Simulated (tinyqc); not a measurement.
Leakage through a gate insulator: direct, Fowler-Nordheim, trap-assisted and Poole-Frenkel currents: one step, computed by the program tinyqc.

Electrons enter from the cathode Fermi level at x = 0; the conduction band of the insulator lies phi_b - e F x above it, F = V/t. WKB exponents use a parabolic band with mass m.

Question. One trap at several depths. For a level a distance phi(x) below the band, the WKB exponent is 2 int kappa dx with kappa = sqrt(m phi/(hbar^2/2m_0)); for a linear barrier from phi_1 down to phi_2 = max(phi_1 - e F d, 0) it is G = (4/3) sqrt(m/(hbar^2/2m_0)) (phi_1^(3/2) - phi_2^(3/2))/(e F). A trap at depth x lies phi_t below the band. Capture: tunnel at the cathode Fermi level from 0 to x (G_in from phi_1 = phi_b), rate nu_0 exp(-G_in - E_c/k_B T) with E_c = E_a + max(phi_b - phi_t - e F x, 0), the last term being the height of the trap above the cathode Fermi level. Emission: tunnel from the trap level to the anode (G_out from phi_1 = phi_t over t - x), rate nu_0 exp(-G_out - E_a/k_B T). Re-emission to the cathode follows from detailed balance, rate_back = rate_in exp(dE/k_B T) with dE = phi_b - phi_t - e F x. Each trap passes R = rate_in rate_out/(rate_in + rate_back + rate_out) electrons per second; filling from the anode is left out. Depths: t times 0.08, 0.2, 0.32, 0.44, 0.56, 0.68, 0.8 and 0.92, rounded to 0.01 nm.

Inputs (values chosen for the exercise, with an insulator like Al2O3):
```
quantity,value,unit
thickness t,6.7,nm
barrier phi_b,2.14,eV
tunnelling mass m,0.37,m_0
voltage across the insulator V,1.3,V
trap depth phi_t,1.5,eV
attempt rate nu_0,2e+13,1/s
activation of capture E_a,0.067,eV
temperature T,250,K
```

Constants: k_B = 8.617333262e-05 eV/K; hbar^2/(2 m_0) = 3.80998212 eV angstrom^2.

Give: Rates.

Answer.

Rates:
```
x (nm),G_in,G_out,E_c (eV),rate in (1/s),rate back (1/s),rate out (1/s),R (1/s)
0.54,4.86,35.74,0.6022,1.119e-01,6.895e+09,2.689e-04,4.364e-15
1.34,11.84,32.66,0.4470,1.408e-01,6.441e+06,5.839e-03,1.276e-10
2.14,18.53,29.01,0.2918,2.348e-01,7.981e+03,2.252e-01,6.627e-06
2.95,25.01,24.80,0.1346,5.324e-01,1.228e+01,1.506e+01,2.877e-01
3.75,31.09,20.21,0.0670,2.795e-02,4.788e-04,1.492e+03,2.794e-02
4.56,36.92,15.15,0.0670,8.214e-05,9.552e-10,2.357e+05,8.214e-05
5.36,42.33,9.77,0.0670,3.674e-07,3.173e-15,5.088e+07,3.674e-07
6.16,47.37,4.05,0.0670,2.377e-09,1.525e-20,1.555e+10,2.377e-09
```

The most effective of these traps sits at 2.95 nm, 44 % of the way; where rate back exceeds rate out, re-emission drains the trap, and elsewhere the slower forward step limits R; here capture limits, and the best depth is where the trap level drops to the cathode Fermi level.
